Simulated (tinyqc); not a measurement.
Thin-film optics by transfer matrices: one step. Reflection and transmission. Four cases, with inputs chosen for the exercise.

Question. Close the stack on the substrate.

Indices N = n + i k. Snell: N0 sin(theta) = N_j sin(theta_j), with Im(N_j cos theta_j) >= 0. Admittance y_j = N_j cos theta_j for s and N_j/cos theta_j for p. Phase delta_j = 2 pi N_j cos theta_j d_j/lambda. Layer matrix [[cos delta, -i sin delta/y], [-i y sin delta, cos delta]], multiplied from the top down to M. (B, C) = M (1, y_sub); r = (y0 B - C)/(y0 B + C), R = |r|^2, T = 4 Re y0 Re y_sub/|y0 B + C|^2, absorbed in the films 1 - R - T.

Give: B, C; r; R; T into the substrate; absorbed in the films.

Case 1.

M:
```
            1           2
1   -0.065528  -0.907928i
2  -1.096680i   -0.065528
```

y_j: ambient 0.342020, film 1 1.099042, substrate 3.569209+2.858436i

Answer.

B, C: 2.5297-3.2406i  -0.2339-1.2840i

r = 0.0447+0.4476i
R = 0.2024
T into the substrate = 0.7976
absorbed in the films = 0.0000

The bare substrate would reflect 0.7919.

Case 2.

M:
```
            1           2
1   -0.658605  -0.387045i
2  -1.462980i   -0.658605
```

y_j: ambient 3.863703, film 1 1.944188, substrate 4.949070+2.600967i

Answer.

B, C: 0.3481-1.9155i  -3.2595-3.1760i

r = 0.3105+0.4915i
R = 0.3380
T into the substrate = 0.6620
absorbed in the films = 0.0000

The bare substrate would reflect 0.0941.

Case 3.

M:
```
                    1                   2
1  0.810079+0.047513i  0.090121+0.285309i
2  0.101578+0.703662i  1.001165+0.055338i
```

y_j: ambient 0.342020, film 1 1.384259+0.029006i, film 2 1.131733, substrate 1.154598+2.017344i

Answer.

B, C: 0.3386+0.5587i  1.1459+2.7872i

r = -0.8633-0.0198i
R = 0.7456
T into the substrate = 0.1510
absorbed in the films = 0.1034

The bare substrate would reflect 0.7497.

Case 4.

M:
```
                     1                    2
1  -0.043592-0.362337i  -0.077019-0.340175i
2   0.537617-3.233744i  -0.133736-0.406464i
```

y_j: ambient 2.036468, film 1 3.042950+0.552390i, film 2 2.071799, substrate 1.047130+1.945047i

Answer.

B, C: 0.5374-0.8684i  1.1882-3.9195i

r = -0.3314+0.1165i
R = 0.1234
T into the substrate = 0.2271
absorbed in the films = 0.6495

The bare substrate would reflect 0.3583.

Computed by tinyqc, one run a case: `OMP_NUM_THREADS=1 python tinyqc.py N N+1 out.jsonl` with N = 1651813, 1651846, 1651847, 1651872; one thread of a shared Intel(R) Xeon(R) Processor @ 2.30GHz, about 0.03 s a run at most.
